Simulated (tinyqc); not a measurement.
# Series resistance and length offset from two lengths at two overdrives

Inverse problem. In strong inversion R W = Rsd + k(x)(L - dL), k(x) = (1 + th1 x)/(mu0 Cox x), x the overdrive, Cox = eps0 eox/tox, with Rsd and dL independent of x. Find dL, Rsd, mu0 and th1.

Values chosen for this exercise: relative permittivity of the gate insulator (close to silicon dioxide) eox = 3.9; insulator thickness tox = 3.1 nm.

Constants: eps0 = 8.8541878128e-14 F/cm where lengths are in cm. Results are converted to the units shown.

total resistance times width (ohm um):
```
,L = 0.096 um,L = 1.3 um
overdrive 0.48 V,1797.11768,24606.3187
overdrive 1.15 V,1059.51344,13776.9474
```

Solution. At each overdrive R W is a straight line in L; the two lines cross at L = dL, R W = Rsd. Their slopes give k x = (1 + th1 x)/(mu0 Cox), a straight line in x.

dL = 0.008000 um
Rsd = 130.0 ohm um
mu0 = 130.0 cm^2/(V s)
th1 = 0.6600 1/V

Numbers from tinyqc (`OMP_NUM_THREADS=1 python tinyqc.py 2210066 2210067 out.jsonl`; about 0.01 s on one thread of a shared Intel Xeon 2.30GHz).
